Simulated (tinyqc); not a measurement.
Flow curve at three pumping speeds: Berg model of reactive sputtering of a nitride or oxide: poisoning, hysteresis and pumping speed. Computed by tinyqc, a small Python program. Command: `OMP_NUM_THREADS=1 python tinyqc.py 3007359 3007360 out.jsonl berg walk`. One thread of a shared host (Intel(R) Xeon(R) Processor @ 2.30GHz), about 0.03 s of CPU time with the checks.

A diatomic gas reacts with bare metal on the target and on the collecting surfaces; ions remove metal and compound from the target. theta_t and theta_c are the compound fractions.

Inputs (values chosen for the exercise, close to those used for titanium nitride):

| quantity | value | unit |
|---|---|---|
| ion current density J | 28 | mA/cm^2 |
| target area A_t | 79 | cm^2 |
| collecting area A_c | 1400 | cm^2 |
| metal yield Y_m | 0.45 | - |
| compound yield Y_c | 0.15 | - |
| sticking coefficient alpha | 0.45 | - |
| reactive atoms per metal atom z | 1 | - |
| gas mass M | 28 | u |
| pumping speed S | 780 | l/s |
| gas temperature T | 300 | K |

Constants: e = 1.602176634e-19 C; u = 1.6605390666e-27 kg; k_B = 1.380649e-23 J/K.

Method. Ion flux j = J/e; gas flux F = P/sqrt(2 pi M k_B T). Target: (2/z) alpha F (1 - theta_t) = j Y_c theta_t. Sputtered flows F_c = j Y_c theta_t A_t, F_m = j Y_m (1 - theta_t) A_t. Collector: (2/z) alpha F (1 - theta_c) A_c + F_c (1 - theta_c) = F_m theta_c. Gas use Q = alpha F [(1 - theta_t) A_t + (1 - theta_c) A_c] + P S/(k_B T); 1 sccm = 4.4780e17 molecules/s. Rate R = F_m + F_c, given relative to j Y_m A_t. P is a single-valued function of the flow Q only if dQ/dP > 0 everywhere: S must exceed k_B T times the steepest fall of the surface terms with P.

pressure of the steepest fall = 0.0111287 Pa

critical pumping speed = 108.644 l/s

Pressure as the free variable:

| P (Pa) | theta_t | theta_c | relative rate | Q at S_c/4 (sccm) | Q at S_c (sccm) | Q at 2 S_c (sccm) |
|---|---|---|---|---|---|---|
| 0.00056 | 0.05238 | 0.26630 | 0.96508 | 1.7911 | 1.8157 | 1.848 |
| 0.00110 | 0.09794 | 0.42764 | 0.93471 | 2.7890 | 2.8373 | 2.902 |
| 0.00220 | 0.17840 | 0.62028 | 0.88107 | 3.8234 | 3.9200 | 4.049 |
| 0.00390 | 0.27794 | 0.76621 | 0.81471 | 4.3875 | 4.5588 | 4.787 |
| 0.00670 | 0.39805 | 0.87030 | 0.73463 | 4.5333 | 4.8276 | 5.220 |
| 0.01100 | 0.52054 | 0.93215 | 0.65297 | 4.3834 | 4.8667 | 5.511 |
| 0.01800 | 0.63984 | 0.96746 | 0.57344 | 4.1121 | 4.9029 | 5.957 |
| 0.02800 | 0.73429 | 0.98422 | 0.51047 | 3.8953 | 5.1254 | 6.766 |
| 0.04500 | 0.81622 | 0.99311 | 0.45585 | 3.7995 | 5.7764 | 8.412 |
| 0.08900 | 0.89779 | 0.99805 | 0.40147 | 4.0829 | 7.9928 | 13.206 |

At S_c/4 the flow falls with pressure in 4 of the intervals: as the target poisons, less metal arrives to getter the gas. At 2 S_c it rises throughout. Coverages and rate depend on P alone, not on S. The collector converts before the target (theta_c = 0.87 at theta_t = 0.40), since the metal is spread over a larger area and no ions clean it. The rate tends to Y_c/Y_m = 0.333.
